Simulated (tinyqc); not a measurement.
# Changing the electron density n

Model: strain, valley repopulation and piezoresistance in a many-valley conduction band. Computed by tinyqc, a small Python program. Command: `OMP_NUM_THREADS=1 python tinyqc.py 3018354 3018355 out.jsonl valleys sweep`. One thread of a shared host (Intel(R) Xeon(R) Processor @ 2.30GHz), about 0.04 s of CPU time with the checks.

Valleys are ellipsoids with mass m_l along the axis a and m_t across it, parabolic, with one constant relaxation time; strain shifts the valleys and leaves the masses alone. Currents are taken along [100], along the load, and along [010], across the load.

Inputs (values chosen for the exercise, for a model crystal):
```
quantity                             value  unit
longitudinal mass m_l                0.666   m_0
transverse mass m_t                  0.245   m_0
shear deformation potential Xi_u       9.3    eV
dilation deformation potential Xi_d   0.92    eV
C11                                    152   GPa
C12                                   67.6   GPa
C44                                   81.3   GPa
stress X (tension positive)          -1300   MPa
relaxation time tau                    230    fs
temperature T                          200     K
```

Valley axes: <100> (6 valleys in 3 pairs). Load: uniaxial [100].

Constants: k_B = 8.617333262e-05 eV/K; m_0 = 9.1093837015e-31 kg; k_B = 1.380649e-23 J/K; hbar = 1.054571817e-34 J s; e = 1.602176634e-19 C.

Method:
- Compliances S11 = (C11 + C12)/((C11 - C12)(C11 + 2 C12)), S12 = -C12/((C11 - C12)(C11 + 2 C12)), S44 = 1/C44; stress sigma_ij = X n_i n_j for the unit vector n of the load; e_xx = S11 sigma_xx + S12 (sigma_yy + sigma_zz), e_xy = S44 sigma_xy/2 (tensor strain).
- Herring-Vogt shift of a valley with unit axis a: dE = Xi_d tr(e) + Xi_u a.e.a.
- Each of the 6 valleys holds n_v = N_v (2/sqrt(pi)) F_1/2((E_F - dE_v)/(k_B T)), N_v = 2 (m_d k_B T/(2 pi hbar^2))^(3/2), m_d = (m_l m_t^2)^(1/3); E_F solves sum n_v = n and is counted from the unstrained edge.
- F_j(eta) = int_0^infinity x^j/(1 + exp(x - eta)) dx, without a gamma-function factor. It is evaluated after integrating by parts.
- Integrals over x = E/(k_B T) use 160 Gauss-Legendre points in u = sqrt(x) from 0 to sqrt(max(eta, 0) + 32).
- Mobility tensor mu = e tau sum_v (n_v/n) [1/m_t + (1/m_l - 1/m_t) a a^T]; unstrained mu_0 = e tau (1/m_l + 2/m_t)/3; resistivity along d from the inverse tensor, rho_d = d.mu^-1.d/(n e), mobility along d = 1/(d.mu^-1.d); gauge pi_d = (rho_d/rho_0 - 1)/X.
- With eta_0 the reduced Fermi level without strain, r = F_-1/2(eta_0)/(2 F_1/2(eta_0)) (1 for a classical gas) and c = r (Xi_u/k_B T) (m_l - m_t)/(2 m_l + m_t): pi11 = -(2/3) c (S11 - S12), pi12 = -pi11/2, pi44 = 0, with S11 - S12 = 1/(C11 - C12).

One run for each value; columns: (1) electron density n (1/cm^3); (2) degeneracy factor r; (3) eta_0; (4) resistance change along the first direction (%); (5) resistance change along the second direction (%):
```
(1)          (2)     (3)    (4)     (5)
1.00e+16  0.9998  -7.401  114.4  -21.06
3.60e+16  0.9992  -6.120  114.4  -21.06
1.30e+17  0.9972  -4.834  114.4  -21.06
4.80e+17  0.9898  -3.520  114.4  -21.06
1.70e+18  0.9647  -2.229  114.4  -21.06
6.30e+18  0.8815  -0.821  114.3  -21.05
2.30e+19  0.6766   0.826  113.8  -21.02
8.30e+19  0.3869   3.303  102.0  -20.16
3.00e+20  0.1764   8.298   37.4  -11.99
```

Over the rows, degeneracy factor r falls from 1.000 to 0.176 (exponent d ln y / d ln x -4.4e-4 between the first rows and -0.61 between the last); eta_0 rises from -7.40 to 8.30; resistance change along the first direction (%) falls from 114 to 37.4. r has dropped to one half between 2.30e19 and 8.30e19 per cm^3, so heavily doped gauges are less sensitive but also less dependent on temperature.

Caution (all rows): strain near 1 % also warps the bands and changes masses and intervalley scattering, which this model leaves out.

Extremes, crossings and ranges named in words are read from the listed rows.
